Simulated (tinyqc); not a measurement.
Inside a calculation. Method: plane-wave Kohn-Sham cycle with exchange-only LDA in a layered model solid. One step of it, computed by the program tinyqc.

Problem. Iteration 2: levels at that k. Diagonalise the Hermitian matrix.

H (hartree), lower triangle:
```
           -2         -1         +0         +1        +2
-2   0.483903
-1  -0.232390  -0.132690
+0  -0.005294  -0.232390  -0.338221
+1  -0.000904  -0.005294  -0.232390  -0.132690
+2   0.000076  -0.000904  -0.005294  -0.232390  0.483903
```

Give: eigenvalues.

Solution.

eigenvalues (hartree): -0.602  -0.205  0.036  0.562  0.574
